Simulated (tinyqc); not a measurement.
Finite-size error of a charged defect in a periodic cell: Madelung and Makov-Payne terms: one step, computed by the program tinyqc.

L is the cube root of the cell volume. The defect charge is a Gaussian, rho(r) = q (2 pi sigma^2)^(-3/2) exp(-r^2/2 sigma^2), repeated periodically in a uniform neutralising background and screened by a continuum. The model cell energy is E(L) = E_0 + [periodic - isolated electrostatic energy].

Task: Madelung energy. Ewald sum for a unit point charge: scale each Cartesian component of the cell by 1/sqrt(eps_i), giving R', G' and V'; E = [ (1/2) sum erfc(eta R')/R' + (2 pi/V') sum exp(-G'^2/4 eta^2)/G'^2 - eta/sqrt(pi) - pi/(2 V' eta^2) ] e^2/(4 pi eps_0) / sqrt(eps_x eps_y eps_z), over n_i = -6..6, omitting n = (0,0,0), eta = 2/V'^(1/3). alpha = -2 E eps_g L/(e^2/(4 pi eps_0)), eps_g = (eps_x eps_y eps_z)^(1/3).

Inputs (values chosen for the exercise, for a model uniaxial host):

| quantity | value | unit |
|---|---|---|
| charge q | 1 | e |
| cell length L | 18.9 | angstrom |
| dielectric constant eps_xy | 10 | - |
| dielectric constant eps_z | 8.03 | - |

Supercell lattice: hexagonal. Screening: uniaxial.

cell vectors (rows) (angstrom):
```
          1         2         3
1  18.21469   0.00000   0.00000
2  -9.10734  15.77438   0.00000
3   0.00000   0.00000  23.49695
```

Constants: e^2/(4 pi eps_0) = 14.39964548 eV angstrom.

Give: terms for a unit charge; Madelung constant alpha; point-charge correction -q^2 E.

Result:

terms for a unit charge (eV): real space 0.00228, reciprocal 0.01334, self -0.09249, background -0.03219

Madelung constant alpha = 2.661

point-charge correction -q^2 E = 0.1091 eV

Cubic cells have alpha = 2.837 (sc) to 2.888 (fcc, bcc); this cell, as seen through the screening, is so far from compact that alpha drops well below.
